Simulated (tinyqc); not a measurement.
# Admittance spectroscopy of a deep trap, step by step

Computed by the program tinyqc: `OMP_NUM_THREADS=1 python tinyqc.py 2050060 2050061 out.jsonl`, one thread of a shared Intel Xeon 2.30GHz, about 0.01 s for the whole run. Printed values are rounded.

Schottky contact on an n-type layer with shallow donors Nd (all ionised) and a donor-like deep trap, neutral when filled and positive when empty; depletion approximation. Traps within lam of the depletion edge stay filled. The traps at xt = W - lam, where the level crosses the Fermi level, follow a slow signal and not a fast one. w = 2 pi f.

Inputs (values chosen for the exercise); material values close to those of silicon: relative permittivity eps_r = 11.9; conduction-band density of states at 300 K Nc = 2.84e19 cm^-3; thermal velocity at 300 K vth = 2.2e7 cm/s; shallow donor density Nd = 3.2e16 cm^-3; built-in voltage Vbi = 0.61 V; depth of the trap below the conduction edge Et = 0.28 eV; capture cross-section sn = 4.2e-16 cm^2; trap density Nt = 1.7e15 cm^-3; reverse bias Vr = 0 V; signal frequency f = 39000 Hz; temperature T = 237 K.

Constants: q = 1.602176634e-19 C, kB = 1.380649e-23 J/K, eps0 = 8.8541878128e-14 F/cm where lengths are in cm. Results are converted to the units shown.

## Widths and limiting capacitances

lam = sqrt(2 eps0 eps_r (EF - ET)/(q Nd)), EF - ET = Et - (kB T/q) ln(Nc(T)/Nd), Nc(T) = Nc (T/300 K)^1.5. In the steady state at the band bending V, 2 eps0 eps_r V/q = Nd W^2 + Nt (W - lam)^2 (the second term only if W > lam). V = Vbi + Vr. C_HF = eps0 eps_r/W, C_LF = eps0 eps_r (Nd + Nt)/(Nd W + Nt xt).

lam = 78.14737 nm
W = 157.2883 nm
xt = 79.14096 nm
C_HF = 66.98834 nF/cm^2
C_LF = 68.71044 nF/cm^2

The step is 2.57 % of C_HF.

## Admittance at the signal frequency

Emission rate en = sn vth(T) Nc(T) exp(-Et/kB T) = sn g T^2 exp(-Et/kB T), g = vth Nc/(300 K)^2, as vth goes as T^0.5 and Nc as T^1.5 (degeneracy factor 1). Inflection frequency w0 = 2 en [1 + Nt xt/(Nd W)]; C = C_HF + (C_LF - C_HF)/(1 + (w/w0)^2), G/w = (C_LF - C_HF)(w/w0)/(1 + (w/w0)^2).

en = 1.820020e5 1/s
w0/(2 pi) = 59481.60 Hz
C = 68.19269 nF/cm^2
G/w = 0.7896542 nF/cm^2

The signal lies near the inflection, where the loss is largest.
